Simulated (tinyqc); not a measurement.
## Single-electron transistor, orthodox theory and master equation: current against bias

A metal island with n extra electrons joins the left lead (voltage V) and the right lead (0 V) by tunnel junctions and couples to a gate. Cs = CL + CR + Cg. Adding electron n + 1 costs mu(n) = [q (n + 1/2) - CL V - Cg Vg]/Cs (in volts); the Fermi levels are -V (left) and 0 (right). A jump that gains the energy W has the rate G(W) = (W/q)/(R [1 - exp(-W/Vt)]), W in volts, Vt = kB T/q. Sequential tunnelling only; I > 0 flows from left to right.

Onto the island: from the left W = -V - mu(n), from the right W = -mu(n); off the island (n + 1 to n): to the left W = mu(n) + V, to the right W = mu(n). Steady state: p(n + 1)/p(n) = (sum of on rates)/(sum of off rates), normalised. I = q sum_n [p(n + 1) (off to left) - p(n) (on from left)]. Enough charge states are kept that the digits shown do not change.

Values chosen for this exercise: capacitance of the left junction CL = 140 aF; capacitance of the right junction CR = 180 aF; gate capacitance Cg = 85 aF; resistance of the left junction RL = 2800 kohm; resistance of the right junction RR = 2800 kohm; temperature T = 0.5 K; gate voltage Vg = 1.3 mV.

Constants: q = 1.602176634e-19 C, kB = 1.380649e-23 J/K, Vt = kB T/q. Results are converted to the units shown.

Current against bias:

| V (mV) | I (nA) | mean n | states above 1 % | I (RL + RR)/V |
|---|---|---|---|---|
| 0.0396 | 0.0024236 | 0.82878 | 2 | 0.34273 |
| 0.185 | 0.014707 | 0.69081 | 2 | 0.44519 |
| 0.33 | 0.029221 | 0.57105 | 2 | 0.49588 |
| 0.475 | 0.043359 | 0.50393 | 2 | 0.51119 |
| 0.62 | 0.058597 | 0.45653 | 3 | 0.52926 |
| 0.765 | 0.077706 | 0.39954 | 3 | 0.56883 |
| 0.91 | 0.10075 | 0.33104 | 4 | 0.62003 |
| 1.05 | 0.12412 | 0.27056 | 4 | 0.66195 |
| 1.2 | 0.14894 | 0.21658 | 4 | 0.69507 |
| 1.35 | 0.17408 | 0.16462 | 4 | 0.72211 |
| 1.49 | 0.19839 | 0.11090 | 5 | 0.74564 |
| 1.64 | 0.22480 | 0.05050 | 5 | 0.76762 |
| 1.78 | 0.24925 | -0.00466 | 5 | 0.78417 |

At zero temperature the blockade would end at V = 0.115 mV. The ratio I (RL + RR)/V rises from 0.343 to 0.784. Over the second half of the table the slope between rows varies from 0.927 to 0.986 times 1/(RL + RR).

Range of the model: Cotunnelling, which dominates deep in the blockade, is left out.

tinyqc, about 0.01 s, one thread, Intel Xeon 2.30GHz (shared host): `OMP_NUM_THREADS=1 python tinyqc.py 2780047 2780048 out.jsonl`
